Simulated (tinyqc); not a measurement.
Worked calculation: bound state in one dimension: Numerov shooting, finite differences, DVR. Computed by tinyqc, a small Python program that keeps every step. Settings: points = 48. Command: `OMP_NUM_THREADS=1 python tinyqc.py 24684 24685 out.jsonl` (the two numbers bound the seeds that draw the settings). One thread of a shared host (Intel(R) Xeon(R) Processor @ 2.60GHz), about 0.01 s of CPU time with the checks.

## Numerov steps at E = 0.1

One particle of mass 1 in V = 4.45 (x^2 - 2.14^2)^2 / 2.14^4 (atomic units), psi = 0 at both ends:
```
parameter                 value
left end              -3.400000
right end              3.400000
intervals                    48
h                      0.141667
state sought (nodes)          3
```

k_i = 2 m (E - V_i); (1 + h^2 k_(i+1)/12) y_(i+1) = 2 (1 - 5 h^2 k_i/12) y_i - (1 + h^2 k_(i-1)/12) y_(i-1), from y_0 = 0, y_1 = 0.001.

Points along the way:
```
i         x        V         k       y
0   -3.4000  10.3387  -20.4774  0.0000
1   -3.2583   7.7333  -15.2667  0.0010
2   -3.1167   5.5927  -10.9853  0.0023
3   -2.9750   3.8705   -7.5410  0.0041
4   -2.8333   2.5228   -4.8456  0.0065
5   -2.6917   1.5075   -2.8150  0.0095
16  -1.1333   2.3039   -4.4077  0.0713
17  -0.9917   2.7440   -5.2881  0.0910
18  -0.8500   3.1567   -6.1133  0.1205
19  -0.7083   3.5283   -6.8567  0.1651
20  -0.5667   3.8478   -7.4957  0.2327
21  -0.4250   4.1059   -8.0118  0.3359
```

## Bisection on the node count

With more sign changes than the state has nodes (the last point included) the energy is too high, else too low; the bracket starts as 0.1 to 12.

Trials:
```
trial         E  sign changes  y at the right end   next
1      6.050000             5           -3.85e-03  lower
2      3.075000             2            2.56e-01  raise
3      4.562500             4            2.37e-02  lower
4      3.818750             3           -4.26e-05  raise
5      4.190625             4            1.98e-02  lower
6      4.004688             4            1.01e-02  lower
7      3.911719             4            4.61e-03  lower
8      3.865234             4            2.10e-03  lower
9      3.841992             4            9.71e-04  lower
10     3.830371             4            4.48e-04  lower
11     3.824561             4            1.99e-04  lower
12     3.821655             4            7.70e-05  lower
13     3.820203             4            1.69e-05  lower
14     3.819476             3           -1.29e-05  raise
...         ...           ...                 ...    ...
29     3.819790             3           -6.07e-10  raise
30     3.819790             3           -1.52e-10  raise
31     3.819790             4            7.60e-11  lower
```

eigenvalue = 3.819790 hartree

## The same grid by other methods

Three-point finite differences and the sine-DVR kinetic matrix of Colbert and Miller on the same points.

Lowest levels (hartree):
```
state  finite differences     DVR
0                  1.3380  1.3420
1                  1.3421  1.3461
2                  3.6088  3.6209
3                  3.8023  3.8200
4                  5.2043  5.2310
5                  6.2385  6.2961
```
